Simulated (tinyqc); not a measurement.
# Worked calculation: diffused layer (Gaussian), carriers, mobility and sheet resistance with incomplete ionisation

Program tinyqc, `OMP_NUM_THREADS=1 python tinyqc.py 2110157 2110158 out.jsonl`; Intel Xeon 2.30GHz, shared host, one thread, about 0.02 s. Printed values are rounded.

A p-type layer from the surface x = 0 to the junction xj, N(x) = N0 exp(-(x/Ld)^2). Local neutrality (no depletion at surface or junction, no spilling of carriers), intrinsic carriers neglected, Boltzmann statistics.

Values chosen for this exercise; values close to those of boron in silicon over an n-type background:
```
symbol,value,unit,meaning
T,350,K,temperature
Nb,4e15,cm^-3,background doping of the opposite type
N0,1.3e17,cm^-3,peak chemical concentration
m1,45.6,cm^2/(V s),mobility limit at high doping
m2,466,cm^2/(V s),"mobility limit at low doping, at 300 K"
Nr,2.2e17,cm^-3,reference doping of the mobility law
am,0.696,,exponent of the mobility law
bt,2.2,,temperature exponent of m2
Ns,1.93e20,cm^-3,solubility limit of active dopant
NB,3.4e19,cm^-3,valence-band density of states at T
Ei,0.0463,eV,ionisation energy in the dilute limit
gd,4,,degeneracy factor of the level
ks,6.7e-9,eV cm,lowering of Ei per N^(1/3)
Ld,65,nm,diffusion length 2 sqrt(D t)
```

Constants: q = 1.602176634e-19 C, kB = 1.380649e-23 J/K, Vt = kB T/q. Results are converted to the units shown.

Range of the model: The layer is thin and light enough that depletion at the surface and the junction, left out here, would remove a good share of its carriers.

## Junction depth and local values

xj = Ld sqrt(ln(N0/Nb)); 10 equal steps from 0 to xj. Active dopant A = min(N, Ns); p solves p (p + Nb)/(A - Nb - p) = K, K = (NB/gd) exp(-E/Vt), E = max(Ei - ks A^(1/3), 0), so p = 2 K (A - Nb)/[Nb + K + sqrt((Nb + K)^2 + 4 K (A - Nb))]; mobility mu = m1 + (m2 (T/300 K)^(-bt) - m1)/(1 + ((A + Nb)/Nr)^am).

xj = 121.278 nm

```
point,x (nm),N (cm^-3),A (cm^-3),p (1e17 cm^-3),mu (cm^2/(V s))
0,0.000,1.3e17,1.3e17,1.18873,213.249
1,12.128,1.25552e17,1.25552e17,1.14879,214.878
2,24.256,1.13101e17,1.13101e17,1.03631,219.713
3,36.383,9.50329e16,9.50329e16,0.87116,227.567
4,48.511,7.44804e16,7.44804e16,0.68042,238.054
5,60.639,5.44468e16,5.44468e16,0.49136,250.518
6,72.767,3.71249e16,3.71249e16,0.32523,263.999
7,84.894,2.36113e16,2.36113e16,0.19379,277.318
8,97.022,1.40068e16,1.40068e16,0.09935,289.287
9,109.150,7.75029e15,7.75029e15,0.03735,298.995
10,121.278,4e15,4e15,0.00000,306.036
```

At the point of highest doping 94.3 % of the net active dopant gives free carriers. The mobility runs from 213 to 306 cm^2/(V s).

## Sheet quantities by the trapezoid rule

Dose = integral of N, carrier sheet density = integral of p, 1/Rs = q integral of p mu, mean mobility 1/(q Rs sheet density), Hall mobility (unit Hall factor) = integral of p mu^2 over integral of p mu, Hall sheet density = (integral of p mu)^2/integral of p mu^2; all from 0 to xj.

dose = 7.4235e11 cm^-2
carrier sheet density = 6.6437e11 cm^-2
Rs = 40712 ohm/square
mean mobility = 230.76 cm^2/(V s)
Hall mobility = 232.44 cm^2/(V s)
Hall sheet density = 6.5956e11 cm^-2

Carriers make up 89.5 % of the dose. A Hall measurement weights the mobile tail, so its sheet density is 0.72 % below the true one. With 4000 steps Rs = 40690 ohm/square; the coarse value is 0.056 % above it.
